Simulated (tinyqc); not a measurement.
Comparisons within one model: round or elliptic silicon nanowire with anisotropic valleys (Ritz method). A value that a table varies takes the place of the one given here.

Wire along x = [100] on a (001) wafer, y = [010], z = [001]. Valley groups, two valleys each (w = inverse masses): A, axis along z: w_y = 1/mt, w_z = 1/ml, m_x = mt; B, axis along y: w_y = 1/ml, w_z = 1/mt, m_x = mt; C, axis along x: w_y = w_z = 1/mt, m_x = ml.

Hard wall on the ellipse (y/a)^2 + (z/b)^2 = 1, c = hbar^2/2m0. With u = y/a, v = z/b the operator is -c [(w_y/a^2) d2/du2 + (w_z/b^2) d2/dv2] on the unit disc. Basis (1 - u^2 - v^2) u^i v^j; S, X and Y are the disc integrals of f f', (df/du)(df'/du) and (df/dv)(df'/dv), from the integral of u^p v^q = 2 Gamma((p+1)/2) Gamma((q+1)/2)/((p + q + 2) Gamma((p+q+2)/2)) for even p, q; H = c (w_y X/a^2 + w_z Y/b^2).

Converged values use 21 functions of each parity class (e or o in u, then in v).

Constants: hbar^2/2m0 = 3.80998211 eV angstrom^2.

Parameters, chosen for this exercise (near those of a Si nanowire; not measured data): ml = 0.927 m0 (longitudinal mass); mt = 0.189 m0 (transverse mass); a = 40 angstrom (semi-axis along y); b = 40 angstrom (semi-axis along z); asp = (0.4, 0.6, 0.8, 1, 1.3, 1.8, 2.5) (ratios a/b); area = 50.3 nm^2 (cross-section, kept fixed); hw = 2 (height over mean width).

## Size of the basis

Lowest level of each group with 1, 3, 6 and 21 even functions.

Levels (meV):
```
functions      A      B      C
1          45.50  45.50  75.59
3          43.14  43.14  72.88
6          43.10  43.10  72.86
21         43.10  43.10  72.86
```

One function errs by 5.6 % for A, 5.6 % for B and 3.7 % for C, six by 0.00026, 0.00026 and 1.2e-05 meV. The error grows with the axis ratio of the stretched ellipse (2.21, 2.21, 1.00); for a circle it is 6/5.783 - 1 = 3.7 %.

## Flattening the wire at fixed area

a = sqrt(area x ratio/pi), b = a/ratio, 1 nm^2 = 100 angstrom^2; lowest level of each group.

Levels (eV):
```
a/b  a (angstrom)  b (angstrom)       A       B       C
0.4          25.3          63.3  0.0875  0.0331  0.1032
0.6          31.0          51.7  0.0622  0.0341  0.0819
0.8          35.8          44.7  0.0500  0.0381  0.0745
1.0          40.0          40.0  0.0431  0.0431  0.0728
1.3          45.6          35.1  0.0374  0.0514  0.0752
1.8          53.7          29.8  0.0335  0.0662  0.0849
2.5          63.3          25.3  0.0331  0.0875  0.1032
```

Each group is lowest where its stretched ellipse is a circle, at a/b = sqrt(w_y/w_z): 2.21 for A, 0.45 for B and 1.00 for C. The lowest group is B in the first row and A in the last, A and B crossing at a/b = 1 by symmetry; B - A is -54 meV in the first row and +54 meV in the last.

## Shape of the cross-section

Equal area, hard walls, lowest level of -c (w_y d2/dy2 + w_z d2/dz2), c = hbar^2/2m0. Rectangle W x H with H/W = hw; ellipse with b/a = hw; trapezoid of height H, base W/0.8 and top 0.6 of the base; isosceles triangle of height H and base 2W. Ellipse, trapezoid and triangle by converged Ritz bases; 1 nm^2 = 100 angstrom^2.

Levels:
```
shape      A (eV)  B (eV)  B - A (meV)
rectangle  0.0831  0.0359        -47.2
ellipse    0.0723  0.0330        -39.2
trapezoid  0.0748  0.0366        -38.2
triangle   0.0507  0.0461         -4.6
```

W = 50.1 angstrom
H = 100.3 angstrom

For group A the order is triangle, ellipse, trapezoid, rectangle, spanning 64 %. For group B the order is ellipse, rectangle, trapezoid, triangle, spanning 40 %. The ellipse lies below the rectangle for both groups, since corners hold little of the wave function. The triangle is lowest for A, whose light mass lies across the width and gains from the wide base. The spacing B - A of the valley groups runs from -47 to -5 meV.

## What each parameter does

Lowest level of groups A and B. Each row changes one parameter from the base and keeps the others.

Results:
```
case             A (eV)  B (eV)  B - A (meV)
base             0.0431  0.0431          0.0
a = 38 angstrom  0.0469  0.0440         -2.9
b = 43 angstrom  0.0420  0.0384         -3.6
ml = 1.038 m0    0.0422  0.0422          0.0
mt = 0.208 m0    0.0399  0.0399          0.0
```

The largest shifts from the base row, up to three for each result and ties (the steps differ in size, so this ranks the rows, not the parameters). A (eV): a +0.0038, mt -0.0032, b -0.0011. B (eV): b -0.0047, mt -0.0032, ml -0.0009, a +0.0009. B - A (meV): b -3.6, a -2.9; unchanged at the printed digits by ml and mt.

tinyqc: `OMP_NUM_THREADS=1 python tinyqc.py 1280431 1280432 out.jsonl`; about 0.05 s, one thread, shared Intel(R) Xeon(R) Processor @ 2.30GHz.
